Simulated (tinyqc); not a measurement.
# Thickness from the transmission

Inverse problem. A dielectric of barrier phi1 and mass m1 carries the voltage V, so U = phi1 - V x/t1. At E = 0 the WKB exponent is S = (4 t1/(3 V)) sqrt(m1/C) [phi1^1.5 - max(phi1 - V, 0)^1.5], C = hbar^2/(2 m0), and T = exp(-S). Find S, t1 and the field.

Inputs (values chosen for the exercise): barrier of layer 1 above the emitter Fermi level at zero bias phi1 = 2.69 eV; tunnelling mass of layer 1 m1 = 0.41 m0; voltage across the dielectric V = 0.4 V.

Constants: q = 1.602176634e-19 C, hbar = 1.054571817e-34 J s, m0 = 9.1093837015e-31 kg, hbar^2/(2 m0) = 0.0380998212 eV nm^2. Results are converted to the units shown.

T at E = 0 = 2.5945527e-13

Solution. At fixed V the exponent is proportional to t1.

S = 28.98
t1 = 2.800 nm
field = 1.429 MV/cm

tinyqc, about 0.02 s, one thread, Intel Xeon 2.30GHz (shared host): `OMP_NUM_THREADS=1 python tinyqc.py 2540067 2540068 out.jsonl`
